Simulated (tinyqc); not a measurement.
Changing the channel doping C_B: two-dimensional dopant profile at a mask edge: lateral junction, overlap and effective channel length. Computed by tinyqc, a small Python program. Command: `OMP_NUM_THREADS=1 python tinyqc.py 3026606 3026607 out.jsonl lateral sweep`. One thread of a shared host (Intel(R) Xeon(R) Processor @ 2.30GHz), about 0.01 s of CPU time with the checks.

Ions enter for y < 0; the mask (spacer, then gate) covers y > 0. x is the depth. The surface reflects dopant during the anneal.

Inputs (values chosen for the exercise, modelled on a source-drain extension in silicon): dose Q = 3.5e+14 1/cm^2; projected range R_p = 28 nm; vertical straggle = 9 nm; lateral straggle = 9.6 nm; anneal budget D t = 3.1e-12 cm^2; gate length L_g = 210 nm; offset spacer = 4.2 nm; oxide thickness = 4.6 nm.

Constants: eps_0 = 8.8541878128e-12 F/m.

Method:
- Widths s_x^2 = (vertical straggle)^2 + 2 D t, s_y^2 = (lateral straggle)^2 + 2 D t. C(x, y) = V(x) (1/2) erfc(y/(sqrt2 s_y)), V(x) = Q/(sqrt(2 pi) s_x) [exp(-(x - R_p)^2/(2 s_x^2)) + exp(-(x + R_p)^2/(2 s_x^2))]; 1 nm = 1e-7 cm.
- The vertical junction far from the mask solves V(x) = C_B.
- The lateral junction at depth x solves C = C_B: y_j(x) = sqrt2 s_y erfc^-1(2 C_B/V(x)). Overlap under the gate = y_j(0) - spacer; metallurgical channel L_met = L_g - 2 overlap (tails from the two sides are not added).
- Abruptness at y_j(0) in nm per decade = ln(10) s_y sqrt(pi/2) exp(u^2) erfc(u), u = y_j/(sqrt2 s_y). Overlap capacitance per width = 3.9 eps_0 overlap/t_ox (zero if there is no overlap).

One run for each value; columns: (1) channel doping C_B (1/cm^3); (2) lateral junction y_j(0) (nm); (3) vertical junction x_j (nm); (4) metallurgical channel L_met (nm); (5) lateral abruptness (nm/decade):
```
(1)         (2)    (3)    (4)    (5)
3.00e+16  87.85  130.4   42.7  17.28
6.80e+16  81.51  124.6   55.4  18.43
1.50e+17  74.95  118.7   68.5  19.78
3.40e+17  67.62  112.1   83.2  21.53
7.70e+17  59.59  105.0   99.2  23.81
1.70e+18  50.92   97.4  116.6  26.81
3.90e+18  40.47   88.4  137.5  31.47
8.90e+18  27.93   78.0  162.5  39.32
```

Describe and explain the trends.

Over the rows, lateral junction y_j(0) (nm) falls from 87.8 to 27.9 (exponent d ln y / d ln x -0.092 between the first rows and -0.45 between the last); vertical junction x_j (nm) falls from 130 to 78.0 (exponent d ln y / d ln x -0.055 between the first rows and -0.15 between the last); metallurgical channel L_met (nm) rises from 42.7 to 163 (exponent d ln y / d ln x 0.32 between the first rows and 0.20 between the last). A heavier channel (or halo) pushes both junctions back along the tails, where the profile is less steep on a logarithmic scale. Left out: 2.00e19 (the surface is not inverted by the implant).
